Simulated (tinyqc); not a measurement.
# MOS inversion layer, Poisson-Schroedinger loop: effect of the sheet density of electrons

Electrons confined at an insulator interface at z = 0, treated as a hard wall; parabolic valleys, Hartree approximation, no image or exchange terms. The depletion charge lies far deeper than the electrons and gives a uniform field q Nd/(eps0 eps_r); the gate balances all charge. Energies are counted from the band edge at the interface.

Schroedinger equation -(C/mz) psi'' + (V0 + U + dE for set B) psi = E psi, C = hbar^2/(2 m0), psi(0) = 0, on a uniform mesh of 800 nodes with a far wall at 56 nm, 8 levels a set; V0 = q Nd z/(eps0 eps_r); dU/dz = q (Ns - integral of n from 0 to z)/(eps0 eps_r), U(0) = 0; N_k = g md m0 q Vt/(pi hbar^2) ln(1 + exp((EF - E_k)/Vt)), g the number of valleys of the set, sum N_k = Ns. Triangular well: E_k = a_k (C F^2/mz)^(1/3), a_1 = 2.338107, a_2 = 4.087949, C = hbar^2/(2 m0), F in eV/nm. Fang-Howard (all electrons in the lowest level of set A): b^3 = 6 (mz1/C) q (Nd + 11 Ns/32)/(eps0 eps_r), centroid 3/b, level C b^2/(4 mz1) + (3/b) q (Nd + 11 Ns/16)/(eps0 eps_r). The centroid adds 3.9 z_av/eps_r to an oxide-equivalent thickness.

Parameters, values chosen for the exercise; masses and permittivity close to those of silicon (100):
```
symbol   value   unit                                     meaning
T          400      K                                 temperature
eps_r     11.8                              relative permittivity
mz1      0.911     m0  mass along z of valley set A (2 valley(s))
md1      0.193     m0    in-plane density-of-states mass of set A
mz2      0.188     m0  mass along z of valley set B (4 valley(s))
md2      0.417     m0    in-plane density-of-states mass of set B
Nd      3.6e11  cm^-2           sheet density of depletion charge
dE           0     eV               extra shift of set B (strain)
```

Constants: q = 1.602176634e-19 C, kB = 1.380649e-23 J/K, hbar = 1.054571817e-34 J s, m0 = 9.1093837015e-31 kg, Vt = kB T/q, eps0 = 8.8541878128e-14 F/cm where lengths are in cm, hbar^2/(2 m0) = 0.0380998212 eV nm^2. Results are converted to the units shown.

Effect of the sheet density of electrons:
```
Ns (cm^-2)	A1 (meV)	B1 (meV)	EF (meV)	share of A1 (%)	share of set A (%)	centroid z_av (nm)	added oxide equivalent (nm)	Fang-Howard centroid (nm)
1e11	29.4	48.9	-175	14.9	37.1	7.07	2.34	3.15
2.1e11	33.6	55.0	-142	16.0	37.8	6.73	2.23	3.05
4.5e11	41.9	67.2	-103	18.4	39.3	6.14	2.03	2.88
9.7e11	57.4	89.9	-52.7	23.0	42.3	5.26	1.74	2.61
2.1e12	85.1	129	13.4	31.1	47.8	4.20	1.39	2.25
4.4e12	130	191	98.3	42.5	55.9	3.19	1.06	1.87
9.4e12	206	293	221	55.5	65.3	2.33	0.771	1.51
2e13	332	460	409	65.1	72.4	1.71	0.564	1.19
```

As Ns goes from 1e11 to 2e13, A1 rises from 29.4 to 332 meV, the share of A1 rises from 14.9 to 65.1 % and the centroid falls from 7.07 to 1.71 nm. A1 goes as Ns^(0.63) between the last two rows (a triangular well in the field of that charge alone gives 2/3). EF lies more than 2 meV above A1 for Ns = 9.4e12, 2e13. The Fang-Howard centroid is 56 % below the full one in the first row, where A1 holds 14.9 %, and 30 % below it in the last, where A1 holds 65.1 %. For Ns = 1e11, 2.1e11, 4.5e11, 9.7e11 the eighth level of a set still holds over 0.4 % of the electrons, so more levels and a farther wall would raise the centroid.

Computed by the program tinyqc: `OMP_NUM_THREADS=1 python tinyqc.py 2160020 2160021 out.jsonl`, one thread of a shared Intel Xeon 2.30GHz, about 1 s for the whole run.
